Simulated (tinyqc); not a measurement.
Inside a calculation. Model: electron mobility in a silicon inversion layer, empirical terms and Matthiessen rule.

Numbers from tinyqc (`OMP_NUM_THREADS=1 python tinyqc.py 2510123 2510124 out.jsonl`; about 0.01 s on one thread of a shared Intel Xeon 2.30GHz). Printed values are rounded.

Inversion layer of sheet density Ns on a uniformly doped body. The mobility terms are empirical power laws with prefactors chosen for the exercise; adding their inverses (Matthiessen) is itself an approximation.

Values chosen for this exercise; material values close to those of silicon:

| symbol | value | unit | meaning |
|---|---|---|---|
| T | 300 | K | temperature |
| Eg | 1.13 | eV | band gap |
| eps_r | 11.7 |  | relative permittivity of the semiconductor |
| Nc | 2.79e19 | cm^-3 | conduction-band density of states at T |
| Nv | 2.61e19 | cm^-3 | valence-band density of states at T |
| Nb | 9.7e17 | cm^-3 | body doping |
| Vsb | 0 | V | reverse body bias |
| eta | 0.5 |  | weight of the inversion charge in the effective field |
| Cox | 0.62 | uF/cm^2 | gate capacitance |
| Ap | 402 | cm^2/(V s) | phonon-limited mobility at 1 MV/cm and 300 K |
| As | 1220 | cm^2/(V s) | roughness-limited mobility at 1 MV/cm |
| gs | 2 |  | exponent of the roughness term |
| Ac | 3300 | cm^2/(V s) | Coulomb prefactor |
| Nit | 1.8e11 | cm^-2 | charge at the interface |
| Ns | 3.6e12 | cm^-2 | inversion density |
| WL | 1 |  | ratio W/L |
| Vd | 0.01 | V | drain voltage |
| I | 1.5 | uA | measured linear current |

Constants: q = 1.602176634e-19 C, kB = 1.380649e-23 J/K, Vt = kB T/q, eps0 = 8.8541878128e-14 F/cm where lengths are in cm. Results are converted to the units shown.

## Depletion charge and effective field

ni = sqrt(Nc Nv) exp(-Eg/(2 Vt)), Eg in volts; Ndep = sqrt(2 eps0 eps_r Nb (2 Vt ln(Nb/ni) + Vsb)/q); E = q (Ndep + eta Ns)/(eps0 eps_r), in MV/cm.

ni = 8.70042e9 cm^-3
Ndep = 3.46662e12 cm^-2
E = 0.814531 MV/cm

The depletion charge gives 65.8 % of the field.

## Mobility terms and their sum

With t = T/(300 K): muC = Ac (Ns/1e12 cm^-2) t/(Nb/1e17 cm^-3 + Nit/1e11 cm^-2), muP = Ap E^(-1/3) t^(-1.75), muS = As E^(-gs); 1/mu is the sum of the inverses.

terms (cm^2/(V s)): Coulomb 1033.04, phonon 430.451, roughness 1838.84
mu = 260.758 cm^2/(V s)
shares of 1/mu (%): Coulomb 25.2417, phonon 60.5778, roughness 14.1805

The phonon term limits most.

## Iteration 1: inversion density for the measured current

Ns at the start = 1.8e12 cm^-2

I = (W/L) q Ns mu Vd. E = q (Ndep + eta Ns)/(eps0 eps_r) in MV/cm. With t = T/(300 K): muC = Ac (Ns/1e12 cm^-2) t/(Nb/1e17 cm^-3 + Nit/1e11 cm^-2), muP = Ap E^(-1/3) t^(-1.75), muS = As E^(-gs); 1/mu is the sum of the inverses. Ns(new) = I/((W/L) q mu Vd).

E = 0.675338 MV/cm
mu = 222.602 cm^2/(V s)
Ns after iteration 1 = 4.20584e12 cm^-2

## Iteration 2: inversion density for the measured current

As before.

E = 0.861380 MV/cm
mu = 262.908 cm^2/(V s)
Ns after iteration 2 = 3.56104e12 cm^-2

## Course of the iteration: inversion density for the measured current

Stop when Ns changes by less than 1e5 cm^-2, or after 120 iterations.

Course of the iteration:
```
iteration	Ns (cm^-2)	|change| (cm^-2)
1	4.20584e12	2.41e12
2	3.56104e12	6.45e11
3	3.59388e12	3.28e10
4	3.59094e12	2.94e9
5	3.59120e12	2.57e8
6	3.59117e12	2.25e7
7	3.59118e12	1.97e6
8	3.59118e12	1.72e5
9	3.59118e12	1.51e4
```

Converged in 9 iterations. At the end each change is about 0.088 times the one before, with alternating sign: linear convergence.

## Split C-V extraction

```
point	Vg (V)	Cgc (uF/cm^2)	I (uA)
0	0.2	2.42873e-4	1.44437e-9
1	0.3	0.00361230	3.21097e-7
2	0.4	0.0499586	6.58942e-5
3	0.5	0.351674	0.00612086
4	0.6	0.589903	0.0668017
5	0.7	0.617892	0.195121
6	0.8	0.619859	0.358568
7	0.9	0.619991	0.538929
8	1	0.619999	0.726657
9	1.1	0.620000	0.916214
10	1.2	0.620000	1.10425
11	1.3	0.620000	1.28868
12	1.4	0.620000	1.46824
```

Q(Vg) is the trapezoid sum of Cgc from the first point (where Q is taken as 0); mu_eff = I/((W/L) Q Vd); mu_FE = (dI/dVg)/((W/L) Cox Vd) with a backward difference. Listed from point 4 on.

```
point	Q (uC/cm^2)	mu_eff (cm^2/(V s))	mu_FE (cm^2/(V s))
4	0.0700318	95.3877	97.8723
5	0.130421	149.608	206.966
6	0.192309	186.454	263.624
7	0.254301	211.925	290.905
8	0.316301	229.736	302.786
9	0.378301	242.192	305.738
10	0.440301	250.794	303.280
11	0.502301	256.556	297.478
12	0.564301	260.187	289.602
```

At the last point mu_FE is 11 % above mu_eff.
